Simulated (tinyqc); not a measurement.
Global model of a low-pressure process discharge: electron temperature, density, ion flux and ion energy: one step, computed by the program tinyqc. Command: `OMP_NUM_THREADS=1 python tinyqc.py 3110496 3110497 out.jsonl plasma walk`. One thread of a shared host (Intel(R) Xeon(R) Processor @ 2.30GHz), about 0.01 s of CPU time with the checks.

Maxwellian electrons with temperature T_e in eV, one positive ion, no negative ions, uniform bulk density n; rate constants have the Arrhenius form.

Task: Biased electrode. All bias power goes to ions: V_b = P_b/(J pi r^2). Debye length at the sheath edge lambda_D = sqrt(eps_0 T_e/(e h_L n)); Child-law sheath s = (sqrt2/3) lambda_D (2 V/T_e)^(3/4), V = V_b + V_s; ion transit time tau_i = 3 s sqrt(M/(2 e V)); collisions in the sheath s/lambda_i.

Inputs (values chosen for the exercise, of the order of those of an inductive discharge in a simple atomic gas):
```
quantity                        value  unit
ion mass M                         19     u
gas temperature T_g               400     K
radius R                           24    cm
height L                          8.4    cm
bias power P_b                    260     W
radius of the biased electrode     10    cm
bias frequency                    0.4   MHz
```

ion current density J = 3.465674 mA/cm^2

T_e = 1.509146 eV

h_L = 0.1083788

plasma density n = 7.209642e+11 1/cm^3

wall potential V_s = 6.500449 V

ion mean free path = 0.07003926 cm

Constants: eps_0 = 8.8541878128e-12 F/m; e = 1.602176634e-19 C; u = 1.6605390666e-27 kg.

Give: bias voltage V_b; lambda_D; sheath width s; ion transit time; transit time over bias period; s/lambda_i.

Result:

bias voltage V_b = 238.8 V

lambda_D = 32.67 micrometre

sheath width s = 1.179 mm

ion transit time = 70.87 ns

transit time over bias period = 0.02835

s/lambda_i = 1.683

Ions cross within a small part of a period and sample the instantaneous voltage: a broad, two-peaked energy distribution. Many ions collide in the sheath, which lowers their energy and widens their angles. Caution: at so short an ion path the formulas for h_L and h_R give way to the ambipolar-diffusion limit.
